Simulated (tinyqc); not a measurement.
From results back to parameters: two-dimensional electron gas with Rashba and Dresselhaus coupling. Two cases, with inputs chosen for the exercise.

Problem. For pure Rashba coupling above the band crossing, k_outer - k_inner = al m/c with c = hbar^2/2m0, and each branch holds k^2/(4 pi) electrons per area. Beating of Shubnikov-de Haas oscillations gives the two densities; those below come from a hidden al (1e11/cm^2 = 1e-5/angstrom^2).

Constants: hbar^2/2m0 = 3.80998211 eV angstrom^2.

Case 1.

Values chosen (out of a larger set: of the size met in InSb; not measured data): m = 0.0146 m0 (mass).

densities (1e11/cm^2): outer 4.494084, inner 3.705916

Case 2.

Values chosen (out of a larger set: of the size met in GaAs; not measured data): m = 0.0647 m0 (mass).

densities (1e11/cm^2): outer 2.026140, inner 1.873860

Find: k_outer, k_inner; al.

Solution. k = sqrt(4 pi n) for each branch, and al = c (k_outer - k_inner)/m.

Case 1.

k_outer, k_inner (1/angstrom): 0.02376  0.02158

al = 0.570 eV angstrom

Case 2.

k_outer, k_inner (1/angstrom): 0.01596  0.01535

al = 0.0360 eV angstrom

Computed by tinyqc, one run a case: `OMP_NUM_THREADS=1 python tinyqc.py N N+1 out.jsonl` with N = 1482003, 1482057; one thread of a shared Intel(R) Xeon(R) Processor @ 2.30GHz, about 0.01 s a run at most.
